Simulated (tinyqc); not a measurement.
Hot electrons in a saturated n-channel MOSFET, lucky-electron model: one step of the calculation.

Beyond pinch-off the lateral field grows as Esat cosh(y/l) over the velocity-saturated region (pseudo-two-dimensional model). Impact ionisation in this region gives the substrate current, which biases the body forward through Rsub. Currents are per width. Local-field laws: they overstate ionisation when the field peak is narrower than an energy relaxation length.

Task. Gate current, lifetime and channel shortening. Ig = Cg Id exp(-pb/(lm Em)); lifetime tau = (Hl/Id)(Isub/Id)^(-m); length of the saturated region dL = l ln[(dV/l + Em)/Esat]. 1 year = 3.15576e7 s.

Values chosen for this exercise; values close to those of silicon n-channel devices: hot-electron mean free path lm = 7.6 nm; oxide barrier pb = 3.2 V; prefactor of the gate current Cg = 0.0035; lifetime exponent m = 3.1; lifetime constant Hl = 4200 s uA/um.

Id = 20.902398 uA/um
dV = 2.4447592 V
Em = 0.30628667 MV/cm
Isub = 0.20387811 uA/um
l = 81.240384 nm
Esat = 0.057037037 MV/cm

Find: Isub/Id; Ig; tau; dL.

Result.

Isub/Id = 0.0097538
Ig = 0.078345 pA/um
tau = 10.902 years
dL = 192.15 nm

The lifetime exceeds ten years.

Computed by the program tinyqc: `OMP_NUM_THREADS=1 python tinyqc.py 2550032 2550033 out.jsonl`, one thread of a shared Intel Xeon 2.30GHz, about 0.01 s for the whole run.
